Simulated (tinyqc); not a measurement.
Splitting against the electric field: valley splitting in a one-orbital chain of atomic planes (second-neighbour model).

Each (001) plane carries one orbital with energy e0, hopping v to the next plane and u to the second: E(phi) = e0 + 2 v cos(phi) + 2 u cos(2 phi), where phi = pi - k a/4 (the sign of every second orbital is chosen so that v > 0, which shifts the phase by pi). The minimum lies at cos(phi0) = -v/(4u), phi0 = pi - (pi/2) k0 for a valley at k0 (2 pi/a), and e0 puts it at zero. A slab of N planes has hard walls: the matrix simply ends.

Parameters, chosen for this exercise (out of a larger set: near those of the Delta valleys of silicon; abrupt walls in this chain split the valleys several times more than measured wells; not measured data): a = 5.422 angstrom (lattice constant; planes lie a/4 apart); Nf = 100 (planes in the thick slab).

u = 0.627354 eV
v = 0.608782 eV
e0 = 1.402398 eV

A thick slab in a field F: plane j = 0, 1, ... gains the energy F j a/4 (1 MV/m = 1e-4 V/angstrom), which presses the electron against the first wall. The exponent is the slope of ln(splitting) against ln F between 20 and 50 MV/m.

Doublet:
```
F (MV/m)  mean level (meV)  splitting (meV)  splitting/F (meV per MV/m)
1                     8.08           0.1400                      0.1400
2                    12.64           0.2796                      0.1398
5                    22.99           0.6989                      0.1398
10                   36.05           1.3982                      0.1398
20                   56.35           2.7976                      0.1399
30                   73.02           4.1978                      0.1399
50                  100.93           7.0008                      0.1400
```

exponent = 1.00

The splitting goes from 0.1400 to 7.0008 meV. At high field it grows as F^1.00: at a single hard wall it follows the squared slope of the envelope, which is proportional to F, while the level itself grows about as F^(2/3) (here F^0.64). A hard wall is the sharpest interface possible; real Si interfaces split several times less.

Run: tinyqc, `OMP_NUM_THREADS=1 python tinyqc.py 1451191 1451192 out.jsonl`; Intel(R) Xeon(R) Processor @ 2.30GHz, one thread, shared host; about 0.01 s of CPU time with all checks.
